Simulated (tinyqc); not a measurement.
## Haynes-Shockley experiment: what a collector records, against the lifetime

A sheet injected at x = 0, t = 0 gives at x = L the signal n(t) = N0 exp(-t/tau - (L - v t)^2/(4 D t))/sqrt(4 pi D t), D = mu Vt, v = mu F. Its peak lies at tp = [-D + sqrt(D^2 + u^2 L^2)]/u^2, u^2 = v^2 + 4 D/tau; dt is the full width at half height. Simple readings: mobility L/(F tp), diffusion coefficient (L dt/tp)^2/(16 ln 2 tp). Area v times the integral of n over N0: (v/u) exp(L (v - u)/(2 D)).

Parameters, values chosen for the exercise: temperature T = 250 K; minority-carrier mobility mu = 406 cm^2/(V s); sweep field along the drift F = 2.9 V/cm; distance from injector to collector L = 4200 um.

Constants: q = 1.602176634e-19 C, kB = 1.380649e-23 J/K, Vt = kB T/q. Results are converted to the units shown.

The same in every row: L/v (us) = 356.7.

Result of one run:
```
tau (s)  tp (us)  dt (us)  apparent mobility (cm^2/(V s))  apparent D (cm^2/s)     area  exp(-L/(v tau))
0.0001     313.8    132.1                           461.6                8.984  0.03083          0.02824
```

What becomes of these results when the lifetime tau is changed from 0.0001 to 0.001 s, all else the same?

Result of the changed run:
```
tau (s)  tp (us)  dt (us)  apparent mobility (cm^2/(V s))  apparent D (cm^2/s)    area  exp(-L/(v tau))
0.001      346.2    153.3                           418.3                9.010  0.6928           0.7000
```

The whole series:
```
tau (s)  tp (us)  dt (us)  apparent mobility (cm^2/(V s))  apparent D (cm^2/s)      area  exp(-L/(v tau))
4e-5       275.5    108.5                           525.7                8.954  3.105e-4         1.340e-4
0.0001     313.8    132.1                           461.6                8.984   0.03083          0.02824
0.0002     330.6    143.0                           438.1                8.997    0.1670           0.1680
0.0005     342.1    150.6                           423.4                9.006    0.4823           0.4900
0.001      346.2    153.3                           418.3                9.010    0.6928           0.7000
0.003      349.0    155.2                           414.9                9.012    0.8844           0.8879
0.006      349.7    155.7                           414.1                9.012    0.9404           0.9423
0.01       350.0    155.9                           413.8                9.013    0.9638           0.9650
```

True values: mu = 406 cm^2/(V s), D = 8.75 cm^2/s. The apparent mobility is 29 % above the true one in the first row and 1.9 % above it in the last, and the apparent D 2.4 % above and 3.0 % above D. The peak always comes before L/v, since spreading and decay both weigh down the later part of the signal; the shift is 23 % and 1.9 % in these rows.

Program tinyqc, `OMP_NUM_THREADS=1 python tinyqc.py 2310128 2310129 out.jsonl`; Intel Xeon 2.30GHz, shared host, one thread, about 0.01 s.
